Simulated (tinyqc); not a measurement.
Doping the contact: Schottky barrier with interface states (Cowley-Sze model), image lowering and contact resistance. Computed by tinyqc, a small Python program. Command: `OMP_NUM_THREADS=1 python tinyqc.py 3000796 3000797 out.jsonl pinning walk`. One thread of a shared host (Intel(R) Xeon(R) Processor @ 2.30GHz), about 0.01 s of CPU time with the checks.

An n-type semiconductor under a metal. The barrier lies between the Schottky-Mott limit phi_M - chi and the Bardeen limit E_g - E_n, E_n being the neutrality level of the interface states; the space-charge term of the full Cowley-Sze expression is left out.

Inputs (values chosen for the exercise, for a model semiconductor): gap E_g = 2.77 eV; electron affinity chi = 4.14 eV; metal work function phi_M = 5.54 eV; neutrality level E_n above the valence band = 1.1 eV; interface-state density D = 7.6e+13 cm^-2 eV^-1; dipole layer thickness delta = 0.41 nm; dipole layer constant eps_i = 2; dielectric constant eps_s = 7.05; electron mass m_e = 0.158 m_0; valleys M_c = 1; temperature T = 200 K.

Pinning factor from: interface states.

Constants: e = 1.602176634e-19 C; eps_0 = 8.8541878128e-12 F/m; k_B = 8.617333262e-05 eV/K; hbar = 1.054571817e-34 J s; m_0 = 9.1093837015e-31 kg; k_B = 1.380649e-23 J/K; h = 6.62607015e-34 J s.

Method:
- S = 1/(1 + e^2 D delta/(eps_i eps_0)); for D per eV, e^2 D is the number e x D in SI units, with 1 cm^-2 = 1e4 m^-2.
- phi_B = S (phi_M - chi) + (1 - S)(E_g - E_n); the hole barrier is E_g - phi_B.
- A* = 4 pi e m_e M_c k_B^2/h^3 (a simple valley count); J_s = A* T^2 exp(-phi/k_B T).
- E_00 = (e hbar/2) sqrt(N/(m_e eps_s eps_0)), E_0 = E_00 coth(E_00/k_B T); scaling form of the contact resistivity rho_c = (k_B/(e A* T)) exp(phi_B/E_0), which is the thermionic result when E_00 << k_B T and keeps only the leading exponential of tunnelling when E_00 >> k_B T; image lowering is left out of it.
- Regimes: thermionic below E_00/k_B T = 0.5, field emission above 5.

barrier phi_B = 1.59930 eV

Against doping:
```
N (cm^-3)  1e10/sqrt(N)  E_00/k_B T  rho_c (ohm cm^2)                     regime
1.00e+16     1.0000e+02  1.0207e-01        3.2901e+32        thermionic emission
1.00e+17     3.1623e+01  3.2278e-01        2.0558e+31        thermionic emission
1.00e+18     1.0000e+01  1.0207e+00        5.8073e+22  thermionic-field emission
3.00e+18     5.7735e+00  1.7679e+00        7.2576e+13  thermionic-field emission
1.00e+19     3.1623e+00  3.2278e+00        6.3438e+04  thermionic-field emission
3.00e+19     1.8257e+00  5.5906e+00        3.6667e-01             field emission
1.00e+20     1.0000e+00  1.0207e+01        2.0146e-04             field emission
3.00e+20     5.7735e-01  1.7679e+01        4.3195e-06             field emission
1.00e+21     3.1623e-01  3.2278e+01        4.0220e-07             field emission
```

What does the comparison show, and why?

Even over the thermionic rows rho_c falls by a factor 16, since the barrier is many E_0 high, and then it falls faster, by 38.9 decades in all; in field emission ln rho_c is linear in 1/sqrt(N). It stays above 1e-7 ohm cm^2 at every listed doping.
